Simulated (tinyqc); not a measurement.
Pariser-Parr-Pople SCF with singles CI, for the molecule O=CC1=CC(=O)N=CC1=O (SMILES; centres numbered as the heavy atoms are written), step by step. Computed by tinyqc, a small Python program that keeps every step. Settings: charge = 0, gamma = Ohno, start = huckel, damping = 0.3, iteration cap = 90, excitations kept = 9. Command: `OMP_NUM_THREADS=1 python tinyqc.py 24716 24717 out.jsonl` (the two numbers bound the seeds that draw the settings). One thread of a shared host (Intel(R) Xeon(R) Processor @ 2.60GHz), about 0.01 s of CPU time with the checks. Later iterations appear only in the table of the cycle.

## PPP integrals

Centres (angstrom, eV; a flat drawing with bonds scaled to 1.40 angstrom):
```
centre          x          y  core charge z          W   gamma_rr
1O      -2.968000  -0.786000              1  17.980000  14.510000
2C      -1.693000  -1.363000              1  10.710000   9.630000
3C      -0.555000  -0.547000              1  10.710000   9.630000
4C       0.720000  -1.125000              1  10.710000   9.630000
5C       1.858000  -0.309000              1  10.710000   9.630000
6O       3.133000  -0.886000              1  17.980000  14.510000
7N       1.720000   1.084000              1  14.180000  12.360000
8C       0.445000   1.662000              1  10.710000   9.630000
9C      -0.693000   0.846000              1  10.710000   9.630000
10O     -1.968000   1.423000              1  17.980000  14.510000
```

Resonance integrals (eV):
```
i   j       beta
1   2  -2.230000
2   3  -2.160000
3   4  -2.160000
4   5  -2.160000
5   6  -2.230000
5   7  -2.260000
7   8  -2.260000
8   9  -2.160000
9  10  -2.230000
9   3  -2.160000
```

Ohno: gamma = 14.399645/sqrt(R^2 + a^2), a = 2 x 14.399645/(gamma_rr + gamma_ss); H_rr = -W_r - sum_(s != r) z_s gamma_rs; H_rs = beta for bonds.

repulsion gamma_rs (eV), order 1O, 2C, 3C, 4C, 5C, 6O, 7N, 8C, 9C, 10O:
```
[[14.510000, 7.830255, 5.328465, 3.700798, 2.883329, 2.329288, 2.790765, 3.297908, 4.731423, 5.495996],
 [7.830255, 9.630000, 7.028991, 5.054808, 3.604825, 2.883329, 3.273359, 3.604695, 5.054663, 4.731839],
 [5.328465, 7.028991, 9.630000, 7.029989, 5.054808, 3.700798, 4.659377, 5.054663, 7.030170, 5.329276],
 [3.700798, 5.054808, 7.029989, 9.630000, 7.028991, 5.328465, 5.225062, 4.535712, 5.054124, 3.700629],
 [2.883329, 3.604825, 5.054808, 7.028991, 9.630000, 7.830255, 7.511759, 5.054124, 4.536020, 3.298182],
 [2.329288, 2.883329, 3.700798, 5.328465, 7.830255, 14.510000, 5.432387, 3.700629, 3.298182, 2.532241],
 [2.790765, 3.273359, 4.659377, 5.225062, 7.511759, 5.432387, 12.360000, 7.511538, 5.225223, 3.734814],
 [3.297908, 3.604695, 5.054663, 4.535712, 5.054124, 3.700629, 7.511538, 9.630000, 7.028991, 5.328465],
 [4.731423, 5.054663, 7.030170, 5.054124, 4.536020, 3.298182, 5.225223, 7.028991, 9.630000, 7.830255],
 [5.495996, 4.731839, 5.329276, 3.700629, 3.298182, 2.532241, 3.734814, 5.328465, 7.830255, 14.510000]]
```

core matrix H (eV), order 1O, 2C, 3C, 4C, 5C, 6O, 7N, 8C, 9C, 10O:
```
[[-56.368229, -2.230000, 0.000000, 0.000000, 0.000000, 0.000000, 0.000000, 0.000000, 0.000000, 0.000000],
 [-2.230000, -53.776764, -2.160000, 0.000000, 0.000000, 0.000000, 0.000000, 0.000000, 0.000000, 0.000000],
 [0.000000, -2.160000, -60.926538, -2.160000, 0.000000, 0.000000, 0.000000, 0.000000, -2.160000, 0.000000],
 [0.000000, 0.000000, -2.160000, -57.368581, -2.160000, 0.000000, 0.000000, 0.000000, 0.000000, 0.000000],
 [0.000000, 0.000000, 0.000000, -2.160000, -57.512294, -2.230000, -2.260000, 0.000000, 0.000000, 0.000000],
 [0.000000, 0.000000, 0.000000, 0.000000, -2.230000, -55.015576, 0.000000, 0.000000, 0.000000, 0.000000],
 [0.000000, 0.000000, 0.000000, 0.000000, -2.260000, 0.000000, -59.544286, -2.260000, 0.000000, 0.000000],
 [0.000000, 0.000000, 0.000000, 0.000000, 0.000000, 0.000000, -2.260000, -55.826726, -2.160000, 0.000000],
 [0.000000, 0.000000, -2.160000, 0.000000, 0.000000, 0.000000, 0.000000, -2.160000, -60.499053, -2.230000],
 [0.000000, 0.000000, 0.000000, 0.000000, 0.000000, 0.000000, 0.000000, 0.000000, -2.230000, -59.961699]]
```

## Starting guess

pi electrons, sum of z_r less the charge = 10

Orbitals of the Hueckel matrix of the beta values.

P at the start, order 1O, 2C, 3C, 4C, 5C, 6O, 7N, 8C, 9C, 10O:
```
[[1.000000, 0.898310, 0.000000, -0.359282, 0.000000, 0.218069, 0.078710, 0.000000, -0.101027, 0.000000],
 [0.898310, 1.000000, 0.424252, 0.000000, -0.050166, 0.000000, 0.000000, -0.018087, 0.000000, -0.101027],
 [0.000000, 0.424252, 1.000000, 0.745011, 0.000000, -0.276928, -0.152673, 0.000000, 0.406165, 0.000000],
 [-0.359282, 0.000000, 0.745011, 1.000000, 0.462656, 0.000000, 0.000000, -0.179815, 0.000000, -0.263611],
 [0.000000, -0.050166, 0.000000, 0.462656, 1.000000, 0.754577, 0.448609, 0.000000, -0.113122, 0.000000],
 [0.218069, 0.000000, -0.276928, 0.000000, 0.754577, 1.000000, 0.000000, -0.311924, 0.000000, 0.457245],
 [0.078710, 0.000000, -0.152673, 0.000000, 0.448609, 0.000000, 1.000000, 0.820133, 0.000000, -0.310850],
 [0.000000, -0.018087, 0.000000, -0.179815, 0.000000, -0.311924, 0.820133, 1.000000, 0.444325, 0.000000],
 [-0.101027, 0.000000, 0.406165, 0.000000, -0.113122, 0.000000, 0.000000, 0.444325, 1.000000, 0.783966],
 [0.000000, -0.101027, 0.000000, -0.263611, 0.000000, 0.457245, -0.310850, 0.000000, 0.783966, 1.000000]]
```

## Iteration 1: Fock matrix

F_rr = H_rr + P_rr gamma_rr / 2 + sum_(s != r) P_ss gamma_rs; F_rs = H_rs - P_rs gamma_rs / 2; E = tr P (H + F) / 2 + core repulsion sum_(r<s) z_r z_s gamma_rs.

F (eV), order 1O, 2C, 3C, 4C, 5C, 6O, 7N, 8C, 9C, 10O:
```
[[-10.725000, -5.746997, 0.000000, 0.664816, 0.000000, -0.253973, -0.109831, 0.000000, 0.239000, 0.000000],
 [-5.746997, -5.895000, -3.651031, 0.000000, 0.090420, 0.000000, 0.000000, 0.032598, 0.000000, 0.239021],
 [0.000000, -3.651031, -5.895000, -4.778711, 0.000000, 0.512428, 0.355681, 0.000000, -3.587705, 0.000000],
 [0.664816, 0.000000, -4.778711, -5.895000, -3.786001, 0.000000, 0.000000, 0.407794, 0.000000, 0.487763],
 [0.000000, 0.090420, 0.000000, -3.786001, -5.895000, -5.184266, -3.944920, 0.000000, 0.256563, 0.000000],
 [-0.253973, 0.000000, 0.512428, 0.000000, -5.184266, -10.725000, 0.000000, 0.577157, 0.000000, -0.578928],
 [-0.109831, 0.000000, 0.355681, 0.000000, -3.944920, 0.000000, -8.000000, -5.340231, 0.000000, 0.580483],
 [0.000000, 0.032598, 0.000000, 0.407794, 0.000000, 0.577157, -5.340231, -5.895000, -3.721579, 0.000000],
 [0.239000, 0.000000, -3.587705, 0.000000, 0.256563, 0.000000, 0.000000, -3.721579, -5.895000, -5.299325],
 [0.000000, 0.239021, 0.000000, 0.487763, 0.000000, -0.578928, 0.580483, 0.000000, -5.299325, -10.725000]]
```

pi energy = -148.384649 eV

## Iteration 1: orbitals and new P

Diagonalise F (the basis is taken as orthonormal) and form P = 2 sum c c over the lowest orbitals; 0.3 of the old P is kept.

orbital energies (eV): [-16.088423, -15.107262, -14.784962, -12.536974, -11.552603, -5.551403, -2.616447, -0.181907, 0.203585, 2.671396]

P after iteration 1, order 1O, 2C, 3C, 4C, 5C, 6O, 7N, 8C, 9C, 10O:
```
[[1.272356, 0.867399, -0.012204, -0.318074, -0.041259, 0.157992, 0.057980, 0.017646, -0.077154, 0.000501],
 [0.867399, 0.777612, 0.387453, 0.098383, -0.019054, -0.036451, -0.023722, -0.018478, 0.037011, -0.077553],
 [-0.012204, 0.387453, 0.971533, 0.783841, 0.083357, -0.258276, -0.136332, -0.023867, 0.368715, 0.004482],
 [-0.318074, 0.098383, 0.783841, 0.910968, 0.399726, 0.035822, -0.027724, -0.134248, 0.075248, -0.257824],
 [-0.041259, -0.019054, 0.083357, 0.399726, 0.808365, 0.765912, 0.408473, 0.063854, -0.058805, -0.075578],
 [0.157992, -0.036451, -0.258276, 0.035822, 0.765912, 1.261378, -0.009197, -0.296327, -0.081844, 0.339198],
 [0.057980, -0.023722, -0.136332, -0.027724, 0.408473, -0.009197, 1.086308, 0.845916, 0.073050, -0.270892],
 [0.017646, -0.018478, -0.023867, -0.134248, 0.063854, -0.296327, 0.845916, 0.861169, 0.367510, 0.057747],
 [-0.077154, 0.037011, 0.368715, 0.075248, -0.058805, -0.081844, 0.073050, 0.367510, 0.805908, 0.796127],
 [0.000501, -0.077553, 0.004482, -0.257824, -0.075578, 0.339198, -0.270892, 0.057747, 0.796127, 1.244404]]
```

## Iteration 2: Fock matrix

As before.

F (eV), order 1O, 2C, 3C, 4C, 5C, 6O, 7N, 8C, 9C, 10O:
```
[[-10.707386, -5.625980, 0.032515, 0.588564, 0.059482, -0.184005, -0.080904, -0.029098, 0.182524, -0.001377],
 [-5.625980, -5.463005, -3.521702, -0.248653, 0.034343, 0.052551, 0.038826, 0.033304, -0.093538, 0.183483],
 [0.032515, -3.521702, -7.132867, -4.915195, -0.210677, 0.477914, 0.317610, 0.060319, -3.456066, -0.011943],
 [0.588564, -0.248653, -4.915195, -6.849518, -3.564834, -0.095437, 0.072429, 0.304454, -0.190156, 0.477055],
 [0.059482, 0.034343, -0.210677, -3.564834, -5.684813, -5.228642, -3.794175, -0.161362, 0.133370, 0.124634],
 [-0.184005, 0.052551, 0.477914, -0.095437, -5.228642, -10.982000, 0.024980, 0.548298, 0.134968, -0.429466],
 [-0.080904, 0.038826, 0.317610, 0.072429, -3.794175, 0.024980, -9.196148, -5.437064, -0.190851, 0.505866],
 [-0.029098, 0.033304, 0.060319, 0.304454, -0.161362, 0.548298, -5.437064, -6.429578, -3.451612, -0.153850],
 [0.182524, -0.093538, -3.456066, -0.190156, 0.133370, 0.134968, -0.190851, -3.451612, -5.933436, -5.346938],
 [-0.001377, 0.183483, -0.011943, 0.477055, 0.124634, -0.429466, 0.505866, -0.153850, -5.346938, -10.895849]]
```

pi energy = -150.846224 eV

## Iteration 2: orbitals and new P

As before.

orbital energies (eV): [-16.598951, -15.228047, -14.726534, -13.202421, -12.205155, -5.400516, -2.844544, -0.726496, -0.166185, 1.824248]

P after iteration 2, order 1O, 2C, 3C, 4C, 5C, 6O, 7N, 8C, 9C, 10O:
```
[[1.380328, 0.853239, -0.012267, -0.292065, -0.050850, 0.126401, 0.045831, 0.019960, -0.063955, 0.000413],
 [0.853239, 0.677382, 0.359980, 0.124225, -0.008446, -0.043623, -0.027375, -0.015252, 0.045530, -0.064436],
 [-0.012267, 0.359980, 0.981731, 0.812021, 0.107811, -0.243617, -0.124539, -0.027184, 0.346811, 0.001602],
 [-0.292065, 0.124225, 0.812021, 0.880163, 0.358911, 0.052349, -0.033109, -0.106025, 0.100197, -0.253698],
 [-0.050850, -0.008446, 0.107811, 0.358911, 0.710489, 0.770063, 0.384459, 0.087773, -0.036508, -0.094271],
 [0.126401, -0.043623, -0.243617, 0.052349, 0.770063, 1.377344, -0.023217, -0.279351, -0.099124, 0.274486],
 [0.045831, -0.027375, -0.124539, -0.033109, 0.384459, -0.023217, 1.155137, 0.856522, 0.091797, -0.246373],
 [0.019960, -0.015252, -0.027184, -0.106025, 0.087773, -0.279351, 0.856522, 0.781025, 0.320881, 0.087128],
 [-0.063955, 0.045530, 0.346811, 0.100197, -0.036508, -0.099124, 0.091797, 0.320881, 0.721054, 0.805807],
 [0.000413, -0.064436, 0.001602, -0.253698, -0.094271, 0.274486, -0.246373, 0.087128, 0.805807, 1.335348]]
```

## Iteration 3: Fock matrix

As before.

F (eV), order 1O, 2C, 3C, 4C, 5C, 6O, 7N, 8C, 9C, 10O:
```
[[-10.754504, -5.570541, 0.032683, 0.540438, 0.073309, -0.147212, -0.063951, -0.032912, 0.151300, -0.001136],
 [-5.570541, -5.264824, -3.425150, -0.313967, 0.015222, 0.062890, 0.044804, 0.027489, -0.115070, 0.152452],
 [0.032683, -3.425150, -7.691363, -5.014248, -0.272482, 0.450789, 0.290138, 0.068704, -3.379071, -0.004270],
 [0.540438, -0.313967, -5.014248, -7.199450, -3.421393, -0.139470, 0.086497, 0.240450, -0.253205, 0.469421],
 [0.073309, 0.015222, -0.272482, -3.421393, -5.435993, -5.244897, -3.703981, -0.221809, 0.082800, 0.155461],
 [-0.147212, 0.062890, 0.450789, -0.139470, -5.244897, -11.043212, 0.063062, 0.516888, 0.163464, -0.347532],
 [-0.063951, 0.044804, 0.290138, 0.086497, -3.703981, 0.063062, -9.721966, -5.476899, -0.239829, 0.460079],
 [-0.032912, 0.027489, 0.068704, 0.240450, -0.221809, 0.516888, -5.476899, -6.569229, -3.287736, -0.232130],
 [0.151300, -0.115070, -3.379071, -0.253205, 0.082800, 0.163464, -0.239829, -3.287736, -5.974833, -5.384838],
 [-0.001136, 0.152452, -0.004270, 0.469421, 0.155461, -0.347532, 0.460079, -0.232130, -5.384838, -11.040127]]
```

pi energy = -151.845115 eV

## Iteration 3: orbitals and new P

As before.

orbital energies (eV): [-16.803097, -15.288931, -14.758936, -13.452492, -12.406354, -5.326302, -2.993056, -0.920108, -0.259064, 1.512841]

P after iteration 3, order 1O, 2C, 3C, 4C, 5C, 6O, 7N, 8C, 9C, 10O:
```
[[1.426921, 0.846037, -0.011767, -0.275741, -0.050496, 0.109006, 0.038985, 0.018579, -0.056843, 0.001160],
 [0.846037, 0.629345, 0.341746, 0.128652, -0.005016, -0.043476, -0.026346, -0.012528, 0.046409, -0.057183],
 [-0.011767, 0.341746, 0.999859, 0.829870, 0.111988, -0.232930, -0.116662, -0.025409, 0.334382, -0.004470],
 [-0.275741, 0.128652, 0.829870, 0.864950, 0.331749, 0.062806, -0.032312, -0.088539, 0.108862, -0.250394],
 [-0.050496, -0.005016, 0.111988, 0.331749, 0.658472, 0.772294, 0.369528, 0.097295, -0.026769, -0.095084],
 [0.109006, -0.043476, -0.232930, 0.062806, 0.772294, 1.430024, -0.033822, -0.265792, -0.099411, 0.237926],
 [0.038985, -0.026346, -0.116662, -0.032312, 0.369528, -0.033822, 1.200648, 0.860269, 0.093961, -0.231277],
 [0.018579, -0.012528, -0.025409, -0.088539, 0.097295, -0.265792, 0.860269, 0.734940, 0.293128, 0.101091],
 [-0.056843, 0.046409, 0.334382, 0.108862, -0.026769, -0.099411, 0.093961, 0.293128, 0.682842, 0.812235],
 [0.001160, -0.057183, -0.004470, -0.250394, -0.095084, 0.237926, -0.231277, 0.101091, 0.812235, 1.372000]]
```

## Convergence

Stop when output and input P, before any damping, agree to 1e-7.

Course of the cycle:
```
iteration         E (eV)  largest |P(out) - P(in)|
1          -148.38464913                  3.89e-01
2          -150.84622360                  1.66e-01
3          -151.84511532                  7.53e-02
4          -152.23151794                  4.12e-02
5          -152.37898793                  2.59e-02
6          -152.43531111                  1.63e-02
7          -152.45699212                  1.04e-02
8          -152.46544223                  6.72e-03
9          -152.46878904                  4.39e-03
10         -152.47014058                  2.89e-03
11         -152.47069875                  1.96e-03
...                  ...                       ...
31         -152.47112416                  2.38e-06
32         -152.47112416                  1.72e-06
33         -152.47112416                  1.25e-06
34         -152.47112416                  9.02e-07
35         -152.47112416                  6.53e-07
36         -152.47112416                  4.73e-07
37         -152.47112416                  3.42e-07
38         -152.47112416                  2.48e-07
39         -152.47112416                  1.79e-07
40         -152.47112416                  1.30e-07
41         -152.47112416                  9.41e-08
```

Converged in 41 iterations.

## Converged orbitals

Charges are z - P_rr.

orbital energies (eV): [-16.916464, -15.308691, -14.769592, -13.605602, -12.595037, -5.217128, -3.088111, -1.052864, -0.305402, 1.288551]

coefficients, order 1O, 2C, 3C, 4C, 5C, 6O, 7N, 8C, 9C, 10O:
```
[[0.117059, -0.292241, 0.494764, 0.473359, 0.410568, 0.149155, 0.303379, 0.248927, -0.268351, 0.123301],
 [0.159278, -0.257137, 0.376841, 0.215263, 0.090055, -0.117072, -0.382471, -0.439536, 0.519677, -0.298007],
 [0.368329, -0.310492, 0.266188, -0.207910, -0.426296, -0.282403, -0.349256, 0.098609, -0.299856, 0.413219],
 [0.304662, -0.036278, 0.269456, -0.291338, -0.403100, 0.437292, 0.450742, -0.227291, -0.086766, -0.363743],
 [0.335769, 0.354433, 0.159721, -0.153180, 0.093444, 0.303574, 0.011353, 0.278394, 0.574887, 0.451270],
 [0.258575, 0.427400, 0.245274, -0.413110, 0.511772, -0.357393, -0.017477, -0.145380, -0.279550, -0.174412],
 [0.433684, 0.407928, -0.174473, 0.484483, -0.143321, 0.220665, -0.389139, 0.130206, -0.262679, -0.271535],
 [0.341216, 0.124302, -0.247458, 0.354173, -0.105571, -0.381559, 0.471031, -0.448088, 0.068604, 0.312017],
 [0.379677, -0.307444, -0.276812, -0.086077, 0.044658, -0.346688, 0.197834, 0.538005, 0.250700, -0.404554],
 [0.322764, -0.407534, -0.464506, -0.199483, 0.418071, 0.398385, -0.153807, -0.278628, -0.123617, 0.155291]]
```

pi charges: [-0.473067, 0.424108, -0.055764, 0.171782, 0.407860, -0.484523, -0.280385, 0.340604, 0.350590, -0.401204]

## Singles CI, singlets

Over the 9 single excitations with the smallest orbital gaps: A = (e_a - e_i) delta + 2 (ia|jb) - (ij|ab), with (pq|rs) = sum c_mp c_mq gamma_mn c_nr c_ns. f = 2/3 w |mu|^2 in atomic units, mu = sqrt2 sum c_ia sum_m c_mi c_ma R_m.

singlet CI matrix (eV), order 5>6, 4>6, 5>7, 3>6, 2>6, 4>7, 5>8, 3>7, 1>6:
```
[[4.015687, -0.410119, 0.076473, 0.126882, -0.274352, 0.438873, 0.115229, -0.151356, 0.130004],
 [-0.410119, 3.877279, -0.175017, 0.331649, -0.503220, -0.028104, 0.196150, -0.051907, 0.016817],
 [0.076473, -0.175017, 4.912884, -0.046871, -0.184088, 0.000209, -0.012099, 0.299940, -0.025887],
 [0.126882, 0.331649, -0.046871, 5.091550, 0.230117, -0.280210, 0.033658, -0.156003, 0.087723],
 [-0.274352, -0.503220, -0.184088, 0.230117, 5.571482, 0.019885, 0.014623, 0.012054, -0.041056],
 [0.438873, -0.028104, 0.000209, -0.280210, 0.019885, 6.168444, -0.449309, 0.132249, 0.033615],
 [0.115229, 0.196150, -0.012099, 0.033658, 0.014623, -0.449309, 6.767748, -0.007246, 0.022727],
 [-0.151356, -0.051907, 0.299940, -0.156003, 0.012054, 0.132249, -0.007246, 6.991545, -0.141183],
 [0.130004, 0.016817, -0.025887, 0.087723, -0.041056, 0.033615, 0.022727, -0.141183, 6.729275]]
```

singlet excitation energies (eV): [3.240880, 4.214658, 4.899941, 5.095103, 5.761674, 6.057469, 6.686394, 6.992900, 7.176875]

oscillator strengths: [0.095406, 0.772650, 0.303154, 0.004883, 0.000369, 0.917835, 0.058677, 0.128927, 0.121193]

## Singles CI, triplets

Over the 9 single excitations with the smallest orbital gaps: A = (e_a - e_i) delta - (ij|ab), with (pq|rs) = sum c_mp c_mq gamma_mn c_nr c_ns.

triplet CI matrix (eV), order 5>6, 4>6, 5>7, 3>6, 2>6, 4>7, 5>8, 3>7, 1>6:
```
[[1.802356, 0.289442, -0.343863, 0.503626, -0.133296, -0.547983, 0.226636, -0.132602, 0.106888],
 [0.289442, 3.009433, -0.547983, 0.435544, -0.368250, 0.093501, 0.233105, -0.212047, 0.182066],
 [-0.343863, -0.547983, 4.256171, -0.132602, -0.331486, -0.394096, -0.202671, 0.240582, 0.201062],
 [0.503626, 0.435544, -0.132602, 4.203602, -0.427901, -0.212047, -0.588132, -0.108960, 0.241089],
 [-0.133296, -0.368250, -0.331486, -0.427901, 4.429656, 0.544004, -0.388291, 0.359742, 0.019050],
 [-0.547983, 0.093501, -0.394096, -0.212047, 0.544004, 5.009026, -0.521159, 0.096799, 0.467189],
 [0.226636, 0.233105, -0.202671, -0.588132, -0.388291, -0.521159, 6.253624, -0.135119, 0.029290],
 [-0.132602, -0.212047, 0.240582, -0.108960, 0.359742, 0.096799, -0.135119, 6.215702, -0.734534],
 [0.106888, 0.182066, 0.201062, 0.241089, 0.019050, 0.467189, 0.029290, -0.734534, 5.827934]]
```

triplet excitation energies (eV): [1.547126, 2.618315, 3.419431, 4.133792, 4.751514, 5.218651, 5.676204, 6.690789, 6.951682]
